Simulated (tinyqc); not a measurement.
Surface photovoltage measurement of the minority-carrier diffusion length in a wafer: one step, computed by the program tinyqc. Command: `OMP_NUM_THREADS=1 python tinyqc.py 3130551 3130552 out.jsonl spv walk`. One thread of a shared host (Intel(R) Xeon(R) Processor @ 2.30GHz), about 0.01 s of CPU time with the checks.

Low injection, steady light, a depletion layer much thinner than 1/alpha and L. The excess density dn is taken at the front edge of the neutral region; light that reaches the back is lost.

Question. The linear plot. alpha = (84.732/lambda - 76.417)^2 per cm with lambda in micrometre (an empirical fit for silicon between 0.7 and 1.05 micrometre). Thick wafer: dn = Phi L/((S_f + D/L)(L + 1/alpha)). Finite wafer, with s = S_b L/D, w = W/L, a = alpha L: dn = [Phi a/(a^2 - 1)] [a - B - exp(-alpha W)(a - s)/(cosh w + s sinh w)]/(S_f + B D/L), B = (sinh w + s cosh w)/(cosh w + s sinh w). Readings y = (Phi/dn) (1 + noise x g) at 780, 830, 880, 920, 950, 975 and 995 nm; a least-squares line y = c (1/alpha + L_app) gives L_app = intercept/slope.

Inputs (values chosen for the exercise, modelled on p-type silicon at room temperature):
```
quantity                            value        unit
diffusion length L                     73  micrometre
wafer thickness W                     525  micrometre
diffusivity D                        29.4      cm^2/s
front recombination velocity S_f     1900        cm/s
back recombination velocity S_b      2600        cm/s
photon flux entering              1.1e+13  1/(cm^2 s)
relative noise of each reading          1           %
```

normal deviates g for the noise: -0.03  0.90  -0.04  -0.08  -0.34  1.12  -0.86

Give: the table «Readings» with the columns 1/alpha (micrometre), y (cm/s), line (cm/s), for lambda (nm) = 780, 830, 880, 920, 950, 975, 995; slope; apparent length L_app; error of L_app (rounded to 0.001).

Answer.

Readings:
```
lambda (nm)  1/alpha (micrometre)  y (cm/s)  line (cm/s)
780                          9.64      6708         6742
830                         15.18      7224         7188
880                         25.33      7981         8006
920                         40.66      9221         9240
950                         61.28     10866        10901
975                         90.92     13459        13288
995                        130.89     16413        16506
```

slope = 80.526 cm/(s micrometre)

apparent length L_app = 74.092 micrometre

error of L_app (rounded to 0.001) = 1.495 %

At W/L = 7.2 the finite thickness shifts L_app by less than 0.05 %. S_f scales all readings alike and leaves L_app unchanged.
